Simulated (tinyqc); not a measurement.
Sheet resistance and Hall data of a diffused or implanted layer: one step, computed by the program tinyqc.

Carriers are taken equal to the net active doping down to the junction (full ionisation, which deep dopants in wide-gap hosts do not reach; no spill-over, no depletion), and the Hall factor is 1.

Question. Profile. N(x) = N_0 exp(-x^2/l^2), dose N_0 l sqrt(pi)/2, junction x_j = l sqrt(ln(N_0/N_B)). Mobility mu = mu_min + (mu_max - mu_min)/(1 + (N_t/N_ref)^alpha), N_t = active doping + N_B; carriers n = active doping - N_B, active doping min(N, N_s). sigma = e n mu.

Inputs (values chosen for the exercise, modelled on phosphorus in silicon):
```
quantity                                 value        unit
mu_min                                    68.2  cm^2/(V s)
mu_max                                    1380  cm^2/(V s)
N_ref                                  9.2e+16      1/cm^3
exponent alpha                            0.71           -
peak concentration N_0                 5.1e+20      1/cm^3
length scale l                             520          nm
background doping N_B (opposite type)  1.6e+16      1/cm^3
solubility limit N_s                   3.4e+20      1/cm^3
```

Profile: Gaussian at the surface. Activation: limited by solubility.

Constants: e = 1.602176634e-19 C.

Give: Depth, doping, carriers, mobility and conductivity at 2, 10, 20, 35, 50, 65, 80, 90 and 98 % of the layer.

Answer.

Depth, doping, carriers, mobility and conductivity at 2, 10, 20, 35, 50, 65, 80, 90 and 98 % of the layer:
```
x (nm)  N (1/cm^3)  n (1/cm^3)  mu (cm^2/(V s))  sigma (S/cm)
33.5    5.0789e+20  3.3998e+20            72.03    3.9237e+03
167.4   4.5976e+20  3.3998e+20            72.03    3.9237e+03
334.9   3.3685e+20  3.3683e+20            72.06    3.8887e+03
586.1   1.4319e+20  1.4317e+20            75.26    1.7264e+03
837.2   3.8169e+19  3.8153e+19            86.11    5.2636e+02
1088.4  6.3806e+18  6.3646e+18           129.73    1.3229e+02
1339.6  6.6890e+17  6.5290e+17           322.47    3.3732e+01
1507.0  1.1476e+17  9.8756e+16           642.67    1.0169e+01
1641.0  2.4124e+16  8.1244e+15           911.91    1.1870e+00
```

The mobility varies by a factor 12.7 across these points and the conductivity by 3310.
